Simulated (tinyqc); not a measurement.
# Worked calculation: admittance spectroscopy of a deep trap

Numbers from tinyqc (`OMP_NUM_THREADS=1 python tinyqc.py 2050024 2050025 out.jsonl`; about 0.01 s on one thread of a shared Intel Xeon 2.30GHz). Printed values are rounded.

Schottky contact on an n-type layer with shallow donors Nd (all ionised) and a donor-like deep trap, neutral when filled and positive when empty; depletion approximation. Traps within lam of the depletion edge stay filled. The traps at xt = W - lam, where the level crosses the Fermi level, follow a slow signal and not a fast one. w = 2 pi f.

Inputs (values chosen for the exercise); material values close to those of germanium: relative permittivity eps_r = 15.8; conduction-band density of states at 300 K Nc = 1.05e19 cm^-3; thermal velocity at 300 K vth = 3.4e7 cm/s; shallow donor density Nd = 1.7e16 cm^-3; built-in voltage Vbi = 0.47 V; depth of the trap below the conduction edge Et = 0.3 eV; capture cross-section sn = 3.6e-17 cm^2; trap density Nt = 1.2e15 cm^-3; reverse bias Vr = 0.9 V; signal frequency f = 4.7e5 Hz; temperature T = 351 K.

Constants: q = 1.602176634e-19 C, kB = 1.380649e-23 J/K, eps0 = 8.8541878128e-14 F/cm where lengths are in cm. Results are converted to the units shown.

## Widths and limiting capacitances

lam = sqrt(2 eps0 eps_r (EF - ET)/(q Nd)), EF - ET = Et - (kB T/q) ln(Nc(T)/Nd), Nc(T) = Nc (T/300 K)^1.5. In the steady state at the band bending V, 2 eps0 eps_r V/q = Nd W^2 + Nt (W - lam)^2 (the second term only if W > lam). V = Vbi + Vr. C_HF = eps0 eps_r/W, C_LF = eps0 eps_r (Nd + Nt)/(Nd W + Nt xt).

lam = 100.5970 nm
W = 368.3384 nm
xt = 267.7414 nm
C_HF = 37.98033 nF/cm^2
C_LF = 38.67680 nF/cm^2

The step is 1.83 % of C_HF.

## Admittance at the signal frequency

Emission rate en = sn vth(T) Nc(T) exp(-Et/kB T) = sn g T^2 exp(-Et/kB T), g = vth Nc/(300 K)^2, as vth goes as T^0.5 and Nc as T^1.5 (degeneracy factor 1). Inflection frequency w0 = 2 en [1 + Nt xt/(Nd W)]; C = C_HF + (C_LF - C_HF)/(1 + (w/w0)^2), G/w = (C_LF - C_HF)(w/w0)/(1 + (w/w0)^2).

en = 8.666420e5 1/s
w0/(2 pi) = 2.900151e5 Hz
C = 38.17239 nF/cm^2
G/w = 0.3112465 nF/cm^2

The signal lies near the inflection, where the loss is largest.
